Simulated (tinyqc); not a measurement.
From results back to parameters: alloy A(1-x)B(x) by interpolation with bowing. Two cases, with inputs chosen for the exercise.

Problem. An unstrained alloy A(1-x)B(x) follows Vegard, a(x) = (1 - x) a_A + x a_B, and E(x) = (1 - x) E_A + x E_B - C x (1 - x) at Gamma. Its lattice constant and gap are given.

Case 1.

Values chosen (out of a larger set: A near Si, B near Ge; not measured data): a = (5.428, 5.653) angstrom (lattice constant of A, B); Eg = (4.228, 0.906) eV (gap at Gamma to the s-like level of A, B).

a(x) = 5.554000 angstrom
gap at Gamma = 2.324067 eV

Case 2.

Values chosen (out of a larger set: A near InSb, B near InAs; not measured data): a = (6.481, 6.066) angstrom (lattice constant of A, B); Eg = (0.238, 0.413) eV (gap at Gamma to the s-like level of A, B).

a(x) = 6.456100 angstrom
gap at Gamma = 0.210938 eV

Find: x; linear part of the gap; C.

Solution. x = (a - a_A)/(a_B - a_A); the bowing is the shortfall against the linear part divided by x (1 - x).

Case 1.

x = 0.560
linear part of the gap = 2.3677 eV
C = 0.177 eV

Case 2.

x = 0.060
linear part of the gap = 0.2485 eV
C = 0.666 eV

Computed by tinyqc, one run a case: `OMP_NUM_THREADS=1 python tinyqc.py N N+1 out.jsonl` with N = 1080063, 1080070; one thread of a shared Intel(R) Xeon(R) Processor @ 2.30GHz, about 0.01 s a run at most.
